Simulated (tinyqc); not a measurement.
Schottky emission and Poole-Frenkel conduction in an insulator, and how to tell them apart: one step of the calculation.

Schottky emission (electrode-limited): J = As T^2 exp[-(pb - b sqrt(F))/Vt], b = sqrt(q/(4 pi eps0 ei)). Poole-Frenkel emission (bulk-limited): J = s0 F exp[-(pt - 2 b sqrt(F))/Vt]. F in V/cm.

Task. Both currents at one field. Lowerings b sqrt(F) and 2 b sqrt(F); the image-force maximum lies at sqrt(q/(16 pi eps0 ei F)) from the electrode.

Values chosen for this exercise; dielectric values close to those of zirconium oxide:
```
symbol,value,unit,meaning
T,325,K,temperature
ei,4.79,,high-frequency relative permittivity
pt,0.97,eV,trap depth
s0,0.35,S/cm,Poole-Frenkel prefactor
pb,1.49,eV,electrode barrier
As,27,A/(cm^2 K^2),Richardson constant
F,1.5,MV/cm,field
```

Constants: q = 1.602176634e-19 C, kB = 1.380649e-23 J/K, Vt = kB T/q, eps0 = 8.8541878128e-14 F/cm where lengths are in cm. Results are converted to the units shown.

Wanted: Schottky lowering; position of the barrier top; Poole-Frenkel lowering; J, Schottky; J, Poole-Frenkel.

Result.

Schottky lowering = 212.35 meV
position of the barrier top = 0.70784 nm
Poole-Frenkel lowering = 424.70 meV
J, Schottky = 4.3915e-14 A/cm^2
J, Poole-Frenkel = 0.0018374 A/cm^2

Injection and bulk transport act in series, so the smaller capacity limits the current: here the electrode, by a factor of 4.18e10.

Numbers from tinyqc (`OMP_NUM_THREADS=1 python tinyqc.py 2370084 2370085 out.jsonl`; about 0.01 s on one thread of a shared Intel Xeon 2.30GHz).
